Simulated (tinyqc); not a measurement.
Lattice vibrations of a chain, step by step. Computed by tinyqc, a small Python program that keeps every step. Command: `OMP_NUM_THREADS=1 python tinyqc.py 29212 29213 out.jsonl` (the two numbers bound the seeds that draw the settings). One thread of a shared host (Intel(R) Xeon(R) Processor @ 2.60GHz), about 0.01 s of CPU time with the checks.

## Dynamical matrix at q = 0.14

A chain moving along its axis:

| atom | mass (u) | spring to the next atom (eV/angstrom^2) |
|---|---|---|
| 1 | 91.100000 | 18.300000 |
| 2 | 17.300000 | 12.400000 |
| 3 | 82.200000 | 20.400000 |

q is in units of 2 pi/a. A spring k from atom i to atom j, n cells on, adds k to Phi_ii and Phi_jj, -k exp(2 pi i q n) to Phi_ij and the conjugate to Phi_ji (for one atom a cell: 2k (1 - cos 2 pi q n)); D_ij = Phi_ij / sqrt(m_i m_j).

D(q) (eV/(angstrom^2 u)):
```
                     1          2                    3
1             0.424808  -0.460966  -0.150267+0.181642i
2            -0.460966   1.774566            -0.328823
3  -0.150267-0.181642i  -0.328823             0.399027
```

## Frequencies

omega^2 are the eigenvalues; wavenumber = 521.4708 sqrt(eigenvalue) 1/cm.

eigenvalues: 0.021600  0.609899  1.966902

wavenumbers (1/cm): 76.6  407.2  731.3

weights |e|^2 of the mass-weighted modes:
```
          mode 1    mode 2    mode 3
atom 1  0.483644  0.443080  0.073276
atom 2  0.084416  0.020722  0.894861
atom 3  0.431940  0.536198  0.031862
```

## Dispersion and heat capacity

C/k_B per atom = mean over q = (j + 1/2)/80, j = 0..39 and all branches of y^2 e^y/(e^y - 1)^2, y = hc wavenumber / k_B T.

Wavenumbers (1/cm):

| q | branch 1 | branch 2 | branch 3 |
|---|---|---|---|
| 0.000000 | 0.000000 | 417.645156 | 729.493314 |
| 0.062500 | 34.485116 | 415.529993 | 729.886000 |
| 0.125000 | 68.568519 | 409.313206 | 730.991812 |
| 0.187500 | 101.796604 | 399.377954 | 732.613590 |
| 0.250000 | 133.582911 | 386.374591 | 734.478218 |
| 0.312500 | 163.043598 | 371.317093 | 736.293673 |
| 0.375000 | 188.627863 | 355.898607 | 737.796505 |
| 0.437500 | 207.384269 | 343.189976 | 738.783038 |
| 0.500000 | 214.616732 | 337.964585 | 739.126220 |

Heat capacity:

| T (K) | C/k_B per atom |
|---|---|
| 20 | 0.055595 |
| 50 | 0.145063 |
| 100 | 0.290573 |
| 200 | 0.538230 |
| 300 | 0.704162 |
| 600 | 0.900024 |
| 1200 | 0.972659 |

zero-point energy per atom = 25.679436 meV
